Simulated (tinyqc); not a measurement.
## Bandgap voltage reference from two bipolar transistors: effect of the temperature coefficient of both resistors

Two transistors of area 1 and N carry the same current I. Is(T) = Is (T/T0)^eta exp[(Vg0 q/kB)(1/T0 - 1/T)], VBE1 = Vt ln(I/Is(T)) + I rb, VBE2 = Vt ln(I/(N Is(T))) + I rb/N. The amplifier forces I R1(T) = VBE1 - VBE2 + Vos, with R(T) = R (1 + tc (T - T0)) for both resistors, and the output is Vref = VBE1 + I R2(T). Base currents and the Early effect are neglected.

Vt = kB T/q; I = (Vt ln N + Vos)/(R1(T) - rb (1 - 1/N)). Box coefficient: span of Vref between 233 and 398 K over its average over T and over 165 K. The last column is the R2 that gives zero slope at T0.

Parameters, values chosen for the exercise; values of the order met in silicon bipolar transistors: reference temperature T0 = 300 K; band-gap voltage extrapolated to 0 K Vg0 = 1.183 V; temperature exponent of the saturation current eta = 4.2; saturation current of the unit transistor at T0 Is = 1.7e-16 A; area ratio of the second transistor N = 24; resistor across which the difference of VBE falls, at T0 R1 = 21 kohm; offset of the amplifier Vos = 0 mV; series resistance of the unit transistor rb = 0 ohm; output resistor at T0 R2 = 163.4 kohm.

Constants: q = 1.602176634e-19 C, kB = 1.380649e-23 J/K. Results are converted to the units shown.

Result of one run:

| I at T0 (uA) | Vref at T0 (V) | slope at T0 (uV/K) | box coefficient (ppm/K) | R2 for zero slope (kohm) |
|---|---|---|---|---|
| 3.912 | 1.256 | 19.58 | 14.93 | 161.9 |

Which temperature coefficient of both resistors tc gave this result: -2000, 1000, 2000 or 3000 ppm/K?

tc = -2000 ppm/K.

The whole series:

| tc (ppm/K) | I at T0 (uA) | Vref at T0 (V) | slope at T0 (uV/K) | box coefficient (ppm/K) | R2 for zero slope (kohm) |
|---|---|---|---|---|---|
| -2000 | 3.912 | 1.256 | 19.58 | 14.93 | 161.9 |
| -1000 | 3.912 | 1.256 | -6.277 | 17.56 | 163.9 |
| 0 | 3.912 | 1.256 | -32.13 | 37.14 | 165.9 |
| 1000 | 3.912 | 1.256 | -57.98 | 57.26 | 167.8 |
| 2000 | 3.912 | 1.256 | -83.83 | 77.83 | 169.8 |
| 3000 | 3.912 | 1.256 | -109.7 | 98.72 | 171.8 |

As tc goes from -2000 to 3000, Vref stays at 1.256 V and the box coefficient rises from 14.9 to 98.7 ppm/K.

tinyqc, about 0.02 s, one thread, Intel Xeon 2.30GHz (shared host): `OMP_NUM_THREADS=1 python tinyqc.py 2062036 2062037 out.jsonl`
